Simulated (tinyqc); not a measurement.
Inside a calculation (part 2 of 2). Method: RKS/LDA (VWN5) in the 6-311g basis, for H2, spin multiplicity 1. Computed by tinyqc, a small Python program that keeps every step (integrals from PySCF). Command: `OMP_NUM_THREADS=1 python tinyqc.py 23634 23635 out.jsonl` (the two numbers bound the seeds that draw the settings). One thread of a shared host (Intel(R) Xeon(R) Processor @ 2.60GHz), about 0.2 s of CPU time with the checks.

Geometry (angstrom):
```
atom       x       y       z
H     0.0000  0.0000  0.0000
H     0.0000  0.0000  1.3650
```

## Convergence

Stop when the energy changes by less than 1e-08 hartree and every element of the error matrix X^T (F D S - S D F) X is below 3e-05.

Course of the cycle:
```
iteration  E (hartree)     change  largest element of the error matrix
1            -0.887542          -                             1.36e-01
2            -1.055794  -1.68e-01                             2.03e-02
3            -1.056014  -2.20e-04                             1.85e-03
4            -1.056016  -2.53e-06                             6.37e-05
5            -1.056016  -1.96e-09                             1.07e-07
```

PySCF RKS in the same basis, fine grid = -1.055993 hartree

Converged in 5 iterations. The coarse grid moves the energy by -2.34e-05 hartree.

## Populations, bond orders and dipole

D after iteration 5:
```
        1H 1s   1H 2s   1H 3s   2H 1s   2H 2s   2H 3s
1H 1s  0.0464  0.0879  0.0691  0.0464  0.0879  0.0691
1H 2s  0.0879  0.1662  0.1307  0.0879  0.1662  0.1307
1H 3s  0.0691  0.1307  0.1029  0.0691  0.1307  0.1029
2H 1s  0.0464  0.0879  0.0691  0.0464  0.0879  0.0691
2H 2s  0.0879  0.1662  0.1307  0.0879  0.1662  0.1307
2H 3s  0.0691  0.1307  0.1029  0.0691  0.1307  0.1029
```

overlap S:
```
        1H 1s   1H 2s   1H 3s   2H 1s   2H 2s   2H 3s
1H 1s  1.0000  0.7064  0.3737  0.0158  0.1265  0.1988
1H 2s  0.7064  1.0000  0.7890  0.1265  0.3382  0.4692
1H 3s  0.3737  0.7890  1.0000  0.1988  0.4692  0.7105
2H 1s  0.0158  0.1265  0.1988  1.0000  0.7064  0.3737
2H 2s  0.1265  0.3382  0.4692  0.7064  1.0000  0.7890
2H 3s  0.1988  0.4692  0.7105  0.3737  0.7890  1.0000
```

Mulliken: Z minus the diagonal of D S on the atom; Loewdin: the same with S^(1/2) D S^(1/2); Mayer order: 2 sum_s sum (D(s) S)_ij (D(s) S)_ji over the two atoms.

Charges (e):
```
atom  Mulliken  Loewdin
1H           0        0
2H           0        0
```

Mayer bond orders:
```
pair   order
2-1   1.0000
```

dipole moment about the origin, x y z (debye): 0.0000  0.0000  0.0000
